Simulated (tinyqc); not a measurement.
Tight binding, honeycomb lattice, step by step. One step of it, computed by the program tinyqc.

Problem. Bloch Hamiltonian at k. H_AB = -t1 (1 + exp(-i k.a1) + exp(-i k.a2)); H_AA = delta - 2 t2 sum cos(k.b + phi), H_BB = -delta - 2 t2 sum cos(k.b - phi), b = a1, a2 - a1, -a2.

Parameters chosen for this model:
```
parameter     value                        unit
t1         2.920000                 eV, nearest
t2         0.390000       eV, second neighbours
phi        1.570000  rad, phase of t2 (Haldane)
delta             0          eV, +/- on A and B
```

k point k (fractions of the reciprocal vectors): 0.310000  0.180000

Give: H(k) at k.

Solution.

H(k) at k (eV):
```
                 A                B
A          -0.5496  -3.0884+5.3570i
B  -3.0884-5.3570i           0.5487
```
